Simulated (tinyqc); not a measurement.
Changing the compression V/V_0 for the pressure test: equation-of-state fits to an energy-volume table made by a known binding curve. Computed by tinyqc, a small Python program. Command: `OMP_NUM_THREADS=1 python tinyqc.py 3019781 3019782 out.jsonl eosfit sweep`. One thread of a shared host (Intel(R) Xeon(R) Processor @ 2.30GHz), about 0.05 s of CPU time with the checks.

With x = (V/V_0)^(1/3), the energy per atom is E = -D [1 + eta (x - 1)] exp(-eta (x - 1)), so that B0 = D eta^2/(9 V_0) and B' = 1 + 2 eta/3. B' = dB/dP at P = 0.

Inputs (values chosen for the exercise, for a model crystal): cohesive energy D = 1.35 eV/atom; true volume V_0 = 36.9 angstrom^3/atom; stiffness eta = 4.89; half-width of the volume window w = 0.04; shift of the window centre s = 0.025; points N = 9.

Binding curve: universal binding. Noise: none.

Constants: 1 eV/angstrom^3 = 160.2176634 GPa.

Method:
- B0 and B' from the formulas above; P = -dE/dV at V = c V_0 (c the compression chosen), from the curve itself.
- Table: V_j = V_0 [1 + s + w (2 j/(N - 1) - 1)], j = 0..N-1, rounded to 0.001; E_j from the curve, rounded to 1e-7 eV.
- Third-order Birch-Murnaghan is a cubic in u = V^(-2/3): fit it by linear least squares, find the minimum, and take B0 = V E''(V), B' = -1 - V E'''/E'' there.
- Errors are fitted minus exact, relative; the pressure at c V_0 uses P = (3 B0/2) (x^7 - x^5) [1 + (3/4)(B' - 4)(x^2 - 1)], x = (V0/V)^(1/3) with the fitted values.

One run for each value; columns: (1) compression V/V_0 for the pressure test; (2) exact pressure at c V_0 (GPa); (3) fitted pressure at c V_0 (GPa); (4) error of that pressure (%):
```
(1)     (2)    (3)    (4)
0.60  22.11  24.28  9.809
0.65  16.02  17.16  7.094
0.70  11.49  12.07  4.991
0.75   8.09   8.37  3.376
0.80   5.52   5.64  2.155
0.84   3.91   3.96  1.414
0.88   2.60   2.62  0.852
0.92   1.55   1.55  0.445
0.96   0.69   0.69  0.174
```

Over the rows, exact pressure at c V_0 (GPa) falls from 22.1 to 0.693 (exponent d ln y / d ln x -4.0 between the first rows and -19 between the last); fitted pressure at c V_0 (GPa) falls from 24.3 to 0.694 (exponent d ln y / d ln x -4.3 between the first rows and -19 between the last); error of that pressure (%) falls from 9.81 to 0.174 (exponent d ln y / d ln x -4.0 between the first rows and -22 between the last). The window ends at V/V_0 = 0.98; rows below it extrapolate.

Extremes, crossings and ranges named in words are read from the listed rows.
